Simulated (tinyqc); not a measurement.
# Ellipsometry and reflectance of a transparent film on an absorbing substrate: effects of single changes

Air (index 1), film, substrate with N2 = n2 - i k2; time factor exp(+i w t). q_j = sqrt(N_j^2 - sin^2 th), root with positive real part. Fresnel coefficients r_s = (q_a - q_b)/(q_a + q_b), r_p = (N_b^2 q_a - N_a^2 q_b)/(N_b^2 q_a + N_a^2 q_b). tan(Psi) exp(i Delta) = R_p/R_s, Delta taken from 0 to 360 degrees.

Parameters, values chosen for the exercise; indices close to those of silicon dioxide on silicon: wavelength lam = 632.8 nm; angle of incidence th = 65 degrees; index of the transparent film n1 = 1.471; film thickness d = 64 nm; index of the substrate n2 = 3.882; extinction coefficient of the substrate k2 = 0.019.

Each table varies one quantity; the others keep the values above.

## Psi and Delta against the film thickness

beta = 2 pi d q1/lam, X = exp(-2 i beta), R = (r01 + r12 X)/(1 + r01 r12 X) for p and s. The last column is the derivative of Delta.

Results:
```
d (nm)  Psi (degrees)  Delta (degrees)  |R_p|^2  |R_s|^2  dDelta/dd (degrees/nm)
0               17.76            179.6  0.06541   0.6378                  -1.570
30              20.51            136.7  0.08523   0.6091                  -1.196
60              26.89            109.1   0.1315   0.5115                 -0.6559
90              36.98            97.07   0.1790   0.3156                 -0.1297
120             60.87            106.7   0.2079  0.06459                   1.169
180             38.31            263.0   0.1824   0.2923                -0.07281
210             27.58            252.4   0.1359   0.4979                 -0.6112
240             20.96            226.3  0.08853   0.6034                  -1.146
270             17.78            184.4  0.06559   0.6376                  -1.566
```

Estimate the missing row, d = 150 nm.

Computed row:
```
d (nm)  Psi (degrees)  Delta (degrees)  |R_p|^2  |R_s|^2  dDelta/dd (degrees/nm)
150             64.47            249.3   0.2092  0.04773                   1.605
```

With this row back in the table: Psi goes from 17.8 through a maximum of 64.5 (at d = 150 nm among the rows listed) to 17.8 degrees. The period is 273.1 nm, after which Psi and Delta return to the values of the bare substrate, so one angle and wavelength fix d only up to a multiple of it. The size of the slope of Delta runs from 0.0728 to 1.60 degrees/nm among the rows; Delta is counted modulo 360 degrees, and sharper features can lie between the rows.

## Effect of the index of the transparent film

Same model as above.

dDelta/dd is the derivative of Delta; period lam/(2 q1).

Effect of the index of the transparent film:
```
n1    Psi (degrees)  Delta (degrees)   |R_p|^2  |R_s|^2  dDelta/dd (degrees/nm)  period (nm)
1.25          24.48            125.8    0.1181   0.5698                 -0.4750        367.5
1.45          27.71            108.1    0.1378   0.4997                 -0.5757        279.5
1.65          29.32            95.03    0.1323   0.4194                 -0.7633        229.5
1.85          29.67            81.70    0.1103   0.3400                  -1.192        196.2
2.05          28.12            65.28   0.08029   0.2812                  -2.018        172.1
2.25          23.44            45.28   0.04942   0.2628                  -3.132        153.6
2.45          15.96            23.30   0.02372   0.2900                  -4.315        139.0
2.65          8.281            355.3  0.007396   0.3491                  -6.463        127.1
```

What does the table show?

Psi goes from 24.5 through a maximum of 29.7 (at n1 = 1.85 among the rows listed) to 8.28 degrees and |R_p|^2 goes from 0.118 through a maximum of 0.138 (at n1 = 1.45 among the rows listed) to 0.00740. The slope of Delta is largest in size, 6.46 degrees/nm, at n1 = 2.65 among the rows.

Computed by the program tinyqc: `OMP_NUM_THREADS=1 python tinyqc.py 2870118 2870119 out.jsonl`, one thread of a shared Intel Xeon 2.30GHz, about 0.4 s for the whole run.
